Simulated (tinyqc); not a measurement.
# Threshold-voltage variability of a planar MOSFET, analytic estimates: a gate of 8 grains

Three independent sources add in quadrature: random dopants in the depleted layer, metal-gate grains of two orientations, and roughness of the two gate edges acting through the roll-off VT = VT(long) - Vr exp(-L/l). These are first-order estimates: no three-dimensional electrostatics, no percolation.

Each of 8 equal grains has the higher work function with probability p; the threshold shift is dW (j/8 - p) for j such grains, and the off current changes by exp(-shift/(n Vt)).

Parameters, values chosen for the exercise; material values close to those of silicon:
- T = 300 K (temperature)
- dW = 0.1 eV (work-function difference of the two grain orientations)
- p = 0.4 (share of the orientation of higher work function)
- n = 1.36 (subthreshold factor)

Constants: q = 1.602176634e-19 C, kB = 1.380649e-23 J/K, Vt = kB T/q. Results are converted to the units shown.

Distribution:
```
j,probability,shift (mV),Ioff factor,probability x factor
0,0.01680,-40.00,3.120,0.05240
1,0.08958,-27.50,2.186,0.1958
2,0.2090,-15.00,1.532,0.3202
3,0.2787,-2.50,1.074,0.2992
4,0.2322,10.00,0.7524,0.1748
5,0.1239,22.50,0.5273,0.06531
6,0.04129,35.00,0.3695,0.01526
7,0.007864,47.50,0.2590,0.002037
8,6.554e-4,60.00,0.1815,1.189e-4
```

What does the table show?

The standard deviation is dW sqrt(p (1 - p)/8) = 17.3 mV. The mean off current is 1.13 times the nominal one; the log-normal formula exp(s^2/(2 (n Vt)^2)) gives 1.13. Devices with j = 2, 21 % of all, carry 28 % of the mean leakage.

Program tinyqc, `OMP_NUM_THREADS=1 python tinyqc.py 2090025 2090026 out.jsonl`; Intel Xeon 2.30GHz, shared host, one thread, about 0.01 s.
